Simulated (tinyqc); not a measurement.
# Field from the level spacing

Inverse problem. In a triangular well E_k = a_k (C F^2/mz1)^(1/3), a_1 = 2.338107, a_2 = 4.087949, C = hbar^2/(2 m0), F in eV/nm (1 MV/cm = 0.1 eV/nm). Find F, E_1, the mean distance 2 E_1/(3 F) of the lowest level and the sheet charge eps0 eps_r F/q behind such a field.

Inputs (values chosen for the exercise): relative permittivity eps_r = 15.9; mass along z of valley set A (4 valley(s)) mz1 = 0.118 m0.

Constants: q = 1.602176634e-19 C, hbar = 1.054571817e-34 J s, m0 = 9.1093837015e-31 kg, eps0 = 8.8541878128e-14 F/cm where lengths are in cm, hbar^2/(2 m0) = 0.0380998212 eV nm^2. Results are converted to the units shown.

spacing of the two lowest levels = 181.93398 meV

Answer. The spacing over a_2 - a_1 is the energy scale (C F^2/mz1)^(1/3), which gives F.

F = 0.5900 MV/cm
E_1 = 243.1 meV
mean distance = 2.747 nm
sheet charge over q = 5.184e12 cm^-2

Program tinyqc, `OMP_NUM_THREADS=1 python tinyqc.py 2160131 2160132 out.jsonl`; Intel Xeon 2.30GHz, shared host, one thread, about 0.5 s.
